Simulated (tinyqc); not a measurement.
Inside a calculation. Model: Berg model of reactive sputtering of a nitride or oxide: poisoning, hysteresis and pumping speed. Computed by tinyqc, a small Python program that keeps every step. Command: `OMP_NUM_THREADS=1 python tinyqc.py 3015427 3015428 out.jsonl berg walk`. One thread of a shared host (Intel(R) Xeon(R) Processor @ 2.30GHz), about 0.05 s of CPU time with the checks. Intermediate numbers are printed to about 5 digits and carried at full precision; extremes and crossings named in words are read from the listed rows.

A diatomic gas reacts with bare metal on the target and on the collecting surfaces; ions remove metal and compound from the target. theta_t and theta_c are the compound fractions.

Inputs (values chosen for the exercise, close to those used for titanium dioxide):
```
quantity                         value     unit
ion current density J               19  mA/cm^2
target area A_t                    180     cm^2
collecting area A_c               1300     cm^2
metal yield Y_m                   0.53        -
compound yield Y_c               0.031        -
sticking coefficient alpha        0.81        -
reactive atoms per metal atom z      2        -
gas mass M                          32        u
pumping speed S                     61      l/s
gas temperature T                  300        K
reactive partial pressure P      0.024       Pa
```

Constants: e = 1.602176634e-19 C; u = 1.6605390666e-27 kg; k_B = 1.380649e-23 J/K.

## Steady state at the pressure P

Ion flux j = J/e; gas flux F = P/sqrt(2 pi M k_B T). Target: (2/z) alpha F (1 - theta_t) = j Y_c theta_t. Sputtered flows F_c = j Y_c theta_t A_t, F_m = j Y_m (1 - theta_t) A_t. Collector: (2/z) alpha F (1 - theta_c) A_c + F_c (1 - theta_c) = F_m theta_c. Gas use Q = alpha F [(1 - theta_t) A_t + (1 - theta_c) A_c] + P S/(k_B T); 1 sccm = 4.4780e17 molecules/s. Rate R = F_m + F_c, given relative to j Y_m A_t.

ion flux j = 1.1859e+17 1/(cm^2 s)

gas flux F = 6.4539e+16 1/(cm^2 s)

theta_t = 0.93430

theta_c = 0.98928

gas use (sccm): target 1.3806, collector 1.6273, pump 0.7893

total flow Q = 3.7973 sccm

rate relative to clean metal = 0.12035

The target is poisoned. The film is 98.9 % compound. Caution: here dQ/dP is negative, a branch that flow control cannot hold.

## Critical pumping speed

P is a single-valued function of the flow Q only if dQ/dP > 0 everywhere: S must exceed k_B T times the steepest fall of the surface terms with P.

pressure of the steepest fall = 0.0050588 Pa

critical pumping speed = 741.21 l/s

S is 0.08 times the critical value: the flow curve is S-shaped and flow control shows hysteresis.

## The hysteresis loop

Turning points solve dQ/dP = 0; a jump keeps Q fixed; the width of the loop is the difference of the two turning flows.

Corners of the loop:
```
point                         P (Pa)  Q (sccm)  theta_t  theta_c  relative rate
edge of the metallic branch  0.00287    6.9961  0.62990  0.67129        0.40694
landing, poisoned            0.16027    6.9961  0.98958  0.99974        0.06830
edge of the poisoned branch  0.03266    3.7050  0.95087  0.99407        0.10475
landing, metallic            0.00065    3.7050  0.27653  0.19713        0.73965
```

width of the loop = 3.2911 sccm

Raising the flow past 7 sccm drops the rate from 0.407 to 0.068; the metallic mode returns only below 3.7 sccm. The best film reachable on the metallic branch is 67 % compound, so the region between needs pressure feedback. The pressure P of the inputs lies between the turning points, where dQ/dP is negative and flow control cannot hold it.

## Flow curve at three pumping speeds

The formulas are those given above.

Pressure as the free variable:
```
P (Pa)   theta_t  theta_c  relative rate  Q at S_c/4 (sccm)  Q at S_c (sccm)  Q at 2 S_c (sccm)
0.00025  0.12901  0.07451        0.87853             1.6787            1.754              1.854
0.00051  0.23205  0.15533        0.78152             3.1179            3.271              3.475
0.00100  0.37206  0.30228        0.64971             5.0617            5.361              5.761
0.00180  0.51609  0.49834        0.51410             6.6524            7.192              7.911
0.00300  0.63996  0.68647        0.39747             7.1931            8.092              9.291
0.00510  0.75135  0.84153        0.29259             6.7303            8.259             10.297
0.00810  0.82756  0.92330        0.22084             5.9607            8.388             11.625
0.01300  0.88509  0.96641        0.16668             5.3683            9.265             14.460
0.02000  0.92218  0.98485        0.13176             5.2765           11.271             19.263
0.04000  0.95951  0.99599        0.09661             6.4272           18.416             34.401
```

At S_c/4 the flow falls with pressure in 4 of the intervals: as the target poisons, less metal arrives to getter the gas. At 2 S_c it rises throughout. Coverages and rate depend on P alone, not on S. The collector converts before the target (theta_c = 0.69 at theta_t = 0.64), since the metal is spread over a larger area and no ions clean it. The rate tends to Y_c/Y_m = 0.058.

Checks made by the program: gas taken up by surfaces against gas bound in the growing film (relative difference below 1e-10).
